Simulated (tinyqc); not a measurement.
Inside a calculation. Method: Hubbard chain of 3 sites. Computed by tinyqc, a small Python program that keeps every step. Settings: hopping = 0.89, U = 9.1, mixing = 0.5, iteration cap = 85. Command: `OMP_NUM_THREADS=1 python tinyqc.py 24969 24970 out.jsonl` (the two numbers bound the seeds that draw the settings). One thread of a shared host (Intel(R) Xeon(R) Processor @ 2.60GHz), about 0.3 s of CPU time with the checks. Later iterations appear only in the table of the cycle.

## Mean-field iteration 1

one-body matrix (hopping and site energies) (eV), order 1, 2, 3:
$$\begin{pmatrix}
0.0000 & -0.8900 & 0.0000 \\
-0.8900 & 0.0000 & -0.8900 \\
0.0000 & -0.8900 & 0.0000
\end{pmatrix}$$

U = 9.1000 eV

electrons, up and down: [1, 1]

mixing = 0.5000

n(up) at the start (a guess, not normalised): 1 0.3830, 2 0.2830, 3 0.3830

n(down) at the start (a guess): 1 0.2830, 2 0.3830, 3 0.2830

H(up) = T + U n(down), H(down) = T + U n(up); fill the lowest levels; n(new) = n + mixing (n(out) - n); E = tr T (rho up + rho down) + U sum n_up n_down of the output.

levels, up (eV): [1.6919, 2.5753, 4.3687]

levels, down (eV): [1.6919, 3.4853, 4.3687]

energy = 0.6507 eV

n(up) after iteration 1: 1 0.3590, 2 0.3065, 3 0.3590

n(down) after iteration 1: 1 0.2240, 2 0.5265, 3 0.2240

## Mean-field iteration 2

As before.

levels, up (eV): [1.5497, 2.0384, 5.2798]

levels, down (eV): [1.7469, 3.2669, 4.3092]

energy = 0.2297 eV

n(up) after iteration 2: 1 0.3967, 2 0.2188, 3 0.3967

n(down) after iteration 2: 1 0.2137, 2 0.5598, 3 0.2137

## Mean-field iteration 3

As before.

levels, up (eV): [1.5035, 1.9447, 5.5358]

levels, down (eV): [1.3039, 3.6103, 4.2972]

energy = -0.1473 eV

n(up) after iteration 3: 1 0.4210, 2 0.1641, 3 0.4210

n(down) after iteration 3: 1 0.1642, 2 0.6652, 3 0.1642

## Convergence

Each step fills the lowest levels of T + U n(other spin) and sets n(new) = n + mixing (n(out) - n); stop when output and input agree to 1e-8.

Course of the cycle:
```
iteration     E (eV)  largest |n(out) - n(in)|  mean |n_up - n_down|
1           0.650729                  2.87e-01                0.2266
2           0.229695                  1.75e-01                0.3081
3          -0.147289                  2.11e-01                0.4408
4          -0.372805                  1.75e-01                0.5187
5          -0.467369                  1.31e-01                0.5613
6          -0.499036                  8.74e-02                0.5821
7          -0.509093                  5.48e-02                0.5927
8          -0.512304                  3.33e-02                0.5982
9          -0.513346                  1.98e-02                0.6013
10         -0.513688                  1.17e-02                0.6029
11         -0.513801                  6.86e-03                0.6039
...              ...                       ...                   ...
75         -1.118156                  1.72e-02                0.6312
76         -1.118619                  1.43e-02                0.6301
77         -1.118958                  1.20e-02                0.6291
78         -1.119209                  1.02e-02                0.6282
79         -1.119396                  8.69e-03                0.6275
80         -1.119538                  7.47e-03                0.6268
81         -1.119646                  6.46e-03                0.6263
82         -1.119729                  5.61e-03                0.6258
83         -1.119792                  4.89e-03                0.6253
84         -1.119842                  4.28e-03                0.6249
85         -1.119880                  3.76e-03                0.6246
```

Not converged within 85 iterations: the residual falls steadily but slowly, by a factor of about 0.86 a step. The lowest mean-field energy found from random starts is -1.12002 eV. Reruns (cap 100 unless said): mixing 0.2: not converged; mixing 0.9: converged in 16 to a higher stationary point (E = -0.51386); the original settings with a cap of 400: converged in 205 (E = -1.12002).

## The many-body Hamiltonian

Basis: all placements (u, d, 2, 0 on each site), up operators ordered before down ones; hops carry the sign of the same-spin electrons passed.

H (eV):
```
         200      ud0      u0d      du0      020      0ud      d0u      0du
200   9.1000  -0.8900   0.0000  -0.8900   0.0000   0.0000   0.0000   0.0000
ud0  -0.8900   0.0000  -0.8900   0.0000  -0.8900   0.0000   0.0000   0.0000
u0d   0.0000  -0.8900   0.0000   0.0000   0.0000  -0.8900   0.0000   0.0000
du0  -0.8900   0.0000   0.0000   0.0000  -0.8900   0.0000  -0.8900   0.0000
020   0.0000  -0.8900   0.0000  -0.8900   9.1000  -0.8900   0.0000  -0.8900
0ud   0.0000   0.0000  -0.8900   0.0000  -0.8900   0.0000   0.0000   0.0000
d0u   0.0000   0.0000   0.0000  -0.8900   0.0000   0.0000   0.0000  -0.8900
0du   0.0000   0.0000   0.0000   0.0000  -0.8900   0.0000  -0.8900   0.0000
002   0.0000   0.0000   0.0000   0.0000   0.0000  -0.8900   0.0000  -0.8900

         002
200   0.0000
ud0   0.0000
u0d   0.0000
du0   0.0000
020   0.0000
0ud  -0.8900
d0u   0.0000
0du  -0.8900
002   9.1000
```

## Exact diagonalisation (9 states)

Lowest levels of the sector, and the double occupancy of the lowest state.

lowest levels (eV): [-1.5026, -1.2587, -0.1709, 0.0000, 0.9990, 1.2587]

double occupancy per site = 0.0081

## The lowest level by Lanczos steps

From a random start vector (not printed): a_j = <q_j|H|q_j>, b_j = norm of the remainder after orthogonalising; the Ritz value is the lowest eigenvalue of the tridiagonal matrix of a and b so far.

Lanczos:
```
j  a_j (eV)  b_j (eV)  lowest Ritz value (eV)
1   -0.6918    2.6812               -0.691763
2    8.5582    0.9526               -1.412757
3    0.2737    1.7938               -1.449957
4    7.2573    3.7468               -1.460330
5    1.9069    1.1234               -1.475906
6    0.0595    1.2850               -1.496753
7    8.9017    0.4974               -1.502506
8    1.0343    0.0124               -1.502574
9  1.52e-04         0               -1.502574
```
